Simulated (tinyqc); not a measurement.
Interface roughness in a thin film (subband fluctuation and scattering): sweeps and comparisons. A value that a table varies takes the place of the one given here.

Square well of width t, barriers V0, c = hbar^2/2m0: E1 solves k t + 2 atan[(k/mz)/(kappa/mb)] = pi, k = sqrt(mz E/c), kappa = sqrt(mb (V0 - E)/c). One interface is rough, so the subband edge fluctuates by G dt with G = |dE1/dt| (central difference of 0.01 angstrom; 2 E1/t for hard walls).

Gaussian roughness spectrum S(q) = pi D^2 Lc^2 exp(-q^2 Lc^2/4). Degenerate gas, taken to fill one subband (the second starts to fill once c kF^2/md exceeds E2 - E1, which is not tested here): kF = sqrt(2 pi Ns/gv), q = 2 kF sin(theta/2), 1/tau = (md/(2 pi c hbar)) G^2 times the integral from 0 to pi of S(q)(1 - cos theta)/eps(q)^2 dtheta, eps(q) = 1 + qs/q with screening (qs = gv md q0/(c eps), q0 = e^2/(4 pi eps0), form factors left out, which overstates the screening; other scattering is left out too, so these values lie far above measured mobilities in all but the thinnest films) or 1 without; mobility = tau c2/md with c2 = e/m0 = 1.75882e15 cm^2/(V s^2); 1e12/cm^2 = 1e-4/angstrom^2.

Constants: hbar^2/2m0 = 3.80998211 eV angstrom^2; hbar = 6.58211957e-16 eV s; e^2/(4 pi eps0) = 14.39964547 eV angstrom.

Parameters, chosen for this exercise (near those of a thin InGaAs channel; shifted at random, so the results belong to these values and not to a real crystal): mz = 0.046 m0 (confinement mass); V0 = 1.99 eV (barrier); mb = 0.25 m0 (barrier mass); md = 0.046 m0 (mass in the plane); gv = 1 (valleys); D = 3.1 angstrom (rms height of the roughness); Lc = 22 angstrom (correlation length); Ns = 2.1 x 1e12/cm^2 (sheet density); eps = 11.5 (mean dielectric constant at the channel); ts = (25, 32, 39, 46, 58, 74, 97) angstrom (thicknesses); t = 46 angstrom (film thickness); Ll = (5, 10, 16, 25, 40, 65, 100) angstrom (correlation lengths).

## The sixth-power law

Screened mobility against thickness for the finite barrier and for hard walls.

Results:
```
t (angstrom)  E1 (meV)  G (meV/angstrom)  mobility (cm^2/(V s))  the same, hard walls
25               319.2            14.449               3.49e+03                  66.6
32               239.1             9.036               8.93e+03                   293
39               187.1             6.103               1.96e+04                   960
46               151.0             4.350               3.86e+04              2.59e+03
58               110.1             2.657               1.03e+05              1.04e+04
74                77.5             1.548               3.04e+05              4.48e+04
97                51.4             0.827               1.07e+06              2.27e+05
```

With hard walls G goes as 1/t^3 and the mobility as t^6. With the finite barrier the local exponent is 3.80 at the thin end and 4.64 at the thick end, since the envelope leaks out and softens the dependence. The least value is 3.49e+03 cm^2/(V s). The gate field, which also presses carriers to the interface, is left out.

## Correlation length

Fixed D; bare and screened mobility.

Results:
```
Lc (angstrom)  kF Lc  bare mobility (cm^2/(V s))  screened mobility (cm^2/(V s))
5               0.18                    2.99e+05                        4.72e+05
10              0.36                    8.05e+04                        1.27e+05
16              0.58                    3.66e+04                        5.82e+04
25              0.91                    2.12e+04                        3.42e+04
40              1.45                    1.89e+04                        3.22e+04
65              2.36                    3.29e+04                        6.88e+04
100             3.63                    5.81e+04                        1.68e+05
```

The bare mobility is lowest at Lc = 40 angstrom of those listed (kF Lc = 1.45). The screened mobility is lowest at Lc = 40 angstrom of those listed (kF Lc = 1.45). Short roughness averages out (mobility as 1/Lc^2; the first two rows give exponent -1.89), and long roughness deflects only by small angles (bare mobility rising as Lc; the last two rows give 1.32).

## What each parameter does

G, G D, and the screened mobility. Each row changes one parameter from the base and keeps the others.

Results:
```
case                   G (meV/angstrom)  G D (meV)  mobility (cm^2/(V s))
base                              4.350      13.48              3.855e+04
t = 52 angstrom                   3.360      10.42              6.460e+04
D = 4.03 angstrom                 4.350      17.53              2.281e+04
Lc = 30 angstrom                  4.350      13.48              3.082e+04
Ns = 3.36 x 1e12/cm^2             4.350      13.48              4.657e+04
mz = 0.053 m0                     4.252      13.18              4.033e+04
md = 0.053 m0                     4.350      13.48              3.087e+04
V0 = 1.39 eV                      3.667      11.37              5.423e+04
eps = 13.8                        4.350      13.48              3.595e+04
```

The largest shifts from the base row, up to three for each result and ties (the steps differ in size, so this ranks the rows, not the parameters). G (meV/angstrom): t -0.990, V0 -0.682, mz -0.097; unchanged at the printed digits by D, Lc, Ns, md and eps. G D (meV): D +4.05, t -3.07, V0 -2.12; unchanged at the printed digits by Lc, Ns, md and eps. mobility (cm^2/(V s)): t +2.61e+04, D -1.57e+04, V0 +1.57e+04. In the base case G D is 0.12 times EF - E1 = 109.3 meV.

(tinyqc, `OMP_NUM_THREADS=1 python tinyqc.py 1281926 1281927 out.jsonl`, Intel(R) Xeon(R) Processor @ 2.30GHz, 1 thread, shared host, about 0.01 s.)
